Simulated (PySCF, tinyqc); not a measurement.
Inside a calculation. Method: RHF in the 6-31g basis, for H3-, spin multiplicity 1. The basis has no diffuse functions, so it cannot describe the extra electron: this is an exercise in the method, not the real anion. The lowest restricted solution is unstable here: a spin-polarised one lies 0.0666 hartree lower (PySCF). One step of it, computed by the program tinyqc.

Problem. Iteration 2: building the Fock matrix. J_ij = sum D_kl (ij|kl), K_ij = sum D_kl (ik|jl); F = H + J - 0.5 K; E = tr D H + tr D J / 2 - 0.25 tr D K + E_nn.

D after iteration 1, lower triangle:
```
,1H 1s,1H 2s,2H 1s,2H 2s,3H 1s,3H 2s
1H 1s,0.163847
1H 2s,0.254735,1.105801
2H 1s,0.163847,0.254735,0.163847
2H 2s,0.254735,1.105801,0.254735,1.105801
3H 1s,0.059678,-0.271882,0.059678,-0.271882,0.209095
3H 2s,-0.206584,-2.001940,-0.206584,-2.001940,0.788304,4.240619
```

core Hamiltonian H = T + V (hartree), lower triangle:
```
,1H 1s,1H 2s,2H 1s,2H 2s,3H 1s,3H 2s
1H 1s,-1.370888
1H 2s,-1.202278,-1.347673
2H 1s,-0.708723,-0.877640,-1.370888
2H 2s,-0.877640,-1.147533,-1.202278,-1.347673
3H 1s,-0.708713,-0.877635,-0.708713,-0.877635,-1.370884
3H 2s,-0.877636,-1.147529,-0.877636,-1.147529,-1.202275,-1.347672
```

Two-electron integrals (ij|kl) in chemists' order, unique and non-zero (hartree):
```
i,j,k,l,(ij|kl)
1,1,1,1,1.076566
2,1,1,1,0.578470
2,1,2,1,0.329423
2,2,1,1,0.587396
2,2,2,1,0.361304
2,2,2,2,0.453150
3,1,1,1,0.238618
3,1,2,1,0.138402
3,1,2,2,0.155418
3,1,3,1,0.077887
3,2,1,1,0.259533
3,2,2,1,0.160754
3,2,2,2,0.201950
3,2,3,1,0.097514
3,2,3,2,0.140609
3,3,1,1,0.544485
3,3,2,1,0.346464
3,3,2,2,0.453431
3,3,3,1,0.238618
3,3,3,2,0.370314
3,3,3,3,1.076566
4,1,1,1,0.370314
4,1,2,1,0.212066
4,1,2,2,0.234656
4,1,3,1,0.097514
4,1,3,2,0.116380
4,1,3,3,0.259533
4,1,4,1,0.140609
4,2,1,1,0.422530
4,2,2,1,0.262162
4,2,2,2,0.335302
4,2,3,1,0.128288
4,2,3,2,0.178022
4,2,3,3,0.422530
4,2,4,1,0.178022
4,2,4,2,0.270056
4,3,1,1,0.346464
4,3,2,1,0.219067
4,3,2,2,0.287219
4,3,3,1,0.138402
4,3,3,2,0.212066
4,3,3,3,0.578470
4,3,4,1,0.160754
4,3,4,2,0.262162
4,3,4,3,0.329423
4,4,1,1,0.453431
4,4,2,1,0.287219
4,4,2,2,0.385750
4,4,3,1,0.155418
4,4,3,2,0.234656
4,4,3,3,0.587396
4,4,4,1,0.201950
4,4,4,2,0.335302
4,4,4,3,0.361304
4,4,4,4,0.453150
5,1,1,1,0.238613
5,1,2,1,0.138399
5,1,2,2,0.155416
5,1,3,1,0.065396
5,1,3,2,0.078645
5,1,3,3,0.173607
5,1,4,1,0.093052
5,1,4,2,0.119845
5,1,4,3,0.108438
5,1,4,4,0.136879
5,1,5,1,0.077884
5,2,1,1,0.259531
5,2,2,1,0.160753
5,2,2,2,0.201949
5,2,3,1,0.078645
5,2,3,2,0.105167
5,2,3,3,0.240332
5,2,4,1,0.109824
5,2,4,2,0.161529
5,2,4,3,0.150710
5,2,4,4,0.194127
5,2,5,1,0.097511
5,2,5,2,0.140608
5,3,1,1,0.173607
5,3,2,1,0.108438
5,3,2,2,0.136879
5,3,3,1,0.065396
5,3,3,2,0.093052
5,3,3,3,0.238613
5,3,4,1,0.078645
5,3,4,2,0.119845
5,3,4,3,0.138399
5,3,4,4,0.155416
5,3,5,1,0.065395
5,3,5,2,0.093051
5,3,5,3,0.077884
5,4,1,1,0.240332
5,4,2,1,0.150710
5,4,2,2,0.194127
5,4,3,1,0.078645
5,4,3,2,0.109824
5,4,3,3,0.259531
5,4,4,1,0.105167
5,4,4,2,0.161529
5,4,4,3,0.160753
5,4,4,4,0.201949
5,4,5,1,0.093051
5,4,5,2,0.138555
5,4,5,3,0.097511
5,4,5,4,0.140608
5,5,1,1,0.544481
5,5,2,1,0.346462
5,5,2,2,0.453430
5,5,3,1,0.173609
5,5,3,2,0.240333
5,5,3,3,0.544481
5,5,4,1,0.240333
5,5,4,2,0.371310
5,5,4,3,0.346462
5,5,4,4,0.453430
5,5,5,1,0.238613
5,5,5,2,0.370312
5,5,5,3,0.238613
5,5,5,4,0.370312
5,5,5,5,1.076566
6,1,1,1,0.370312
6,1,2,1,0.212064
6,1,2,2,0.234654
6,1,3,1,0.093053
6,1,3,2,0.109825
6,1,3,3,0.240333
6,1,4,1,0.138556
6,1,4,2,0.174107
6,1,4,3,0.150711
6,1,4,4,0.194128
6,1,5,1,0.097511
6,1,5,2,0.116378
6,1,5,3,0.078644
6,1,5,4,0.109824
6,1,5,5,0.259531
6,1,6,1,0.140608
6,2,1,1,0.422528
6,2,2,1,0.262161
6,2,2,2,0.335301
6,2,3,1,0.119846
6,2,3,2,0.161530
6,2,3,3,0.371310
6,2,4,1,0.174108
6,2,4,2,0.258845
6,2,4,3,0.233775
6,2,4,4,0.309374
6,2,5,1,0.128285
6,2,5,2,0.178020
6,2,5,3,0.119845
6,2,5,4,0.174107
6,2,5,5,0.422528
6,2,6,1,0.178020
6,2,6,2,0.270054
6,3,1,1,0.240333
6,3,2,1,0.150711
6,3,2,2,0.194128
6,3,3,1,0.093053
6,3,3,2,0.138556
6,3,3,3,0.370312
6,3,4,1,0.109825
6,3,4,2,0.174107
6,3,4,3,0.212064
6,3,4,4,0.234654
6,3,5,1,0.078644
6,3,5,2,0.109824
6,3,5,3,0.097511
6,3,5,4,0.116378
6,3,5,5,0.259531
6,3,6,1,0.105167
6,3,6,2,0.161529
6,3,6,3,0.140608
6,4,1,1,0.371310
6,4,2,1,0.233775
6,4,2,2,0.309374
6,4,3,1,0.119846
6,4,3,2,0.174108
6,4,3,3,0.422528
6,4,4,1,0.161530
6,4,4,2,0.258845
6,4,4,3,0.262161
6,4,4,4,0.335301
6,4,5,1,0.119845
6,4,5,2,0.174107
6,4,5,3,0.128285
6,4,5,4,0.178020
6,4,5,5,0.422528
6,4,6,1,0.161529
6,4,6,2,0.258845
6,4,6,3,0.178020
6,4,6,4,0.270054
6,5,1,1,0.346462
6,5,2,1,0.219066
6,5,2,2,0.287218
6,5,3,1,0.108440
6,5,3,2,0.150711
6,5,3,3,0.346462
6,5,4,1,0.150711
6,5,4,2,0.233776
6,5,4,3,0.219066
6,5,4,4,0.287218
6,5,5,1,0.138399
6,5,5,2,0.212064
6,5,5,3,0.138399
6,5,5,4,0.212064
6,5,5,5,0.578470
6,5,6,1,0.160753
6,5,6,2,0.262161
6,5,6,3,0.160753
6,5,6,4,0.262161
6,5,6,5,0.329423
6,6,1,1,0.453430
6,6,2,1,0.287218
6,6,2,2,0.385750
6,6,3,1,0.136881
6,6,3,2,0.194128
6,6,3,3,0.453430
6,6,4,1,0.194128
6,6,4,2,0.309375
6,6,4,3,0.287218
6,6,4,4,0.385750
6,6,5,1,0.155416
6,6,5,2,0.234654
6,6,5,3,0.155416
6,6,5,4,0.234654
6,6,5,5,0.587396
6,6,6,1,0.201949
6,6,6,2,0.335301
6,6,6,3,0.201949
6,6,6,4,0.335301
6,6,6,5,0.361304
6,6,6,6,0.453150
```

nuclear repulsion = 1.67460335 hartree

Give: Coulomb J; exchange K; Fock matrix F; total energy of this density.

Solution.

Coulomb J (hartree), lower triangle:
```
,1H 1s,1H 2s,2H 1s,2H 2s,3H 1s,3H 2s
1H 1s,2.1509
1H 2s,1.3236,1.6881
2H 1s,0.6528,0.9007,2.1509
2H 2s,0.9007,1.3623,1.3236,1.6881
3H 1s,0.6648,0.9456,0.6648,0.9456,2.3415
3H 2s,0.9022,1.3821,0.9022,1.3821,1.4208,1.7654
```

exchange K (hartree), lower triangle:
```
,1H 1s,1H 2s,2H 1s,2H 2s,3H 1s,3H 2s
1H 1s,0.9411
1H 2s,0.8425,0.9176
2H 1s,0.6651,0.7532,0.9411
2H 2s,0.7532,0.8766,0.8425,0.9176
3H 1s,0.5070,0.6935,0.5070,0.6935,1.2343
3H 2s,0.6572,0.8313,0.6572,0.8313,1.0366,1.0578
```

Fock matrix F (hartree), lower triangle:
```
,1H 1s,1H 2s,2H 1s,2H 2s,3H 1s,3H 2s
1H 1s,0.3095
1H 2s,-0.2999,-0.1183
2H 1s,-0.3885,-0.3535,0.3095
2H 2s,-0.3535,-0.2235,-0.2999,-0.1183
3H 1s,-0.2974,-0.2788,-0.2974,-0.2788,0.3535
3H 2s,-0.3040,-0.1811,-0.3040,-0.1811,-0.2998,-0.1112
```

total energy of this density = -1.276064 hartree
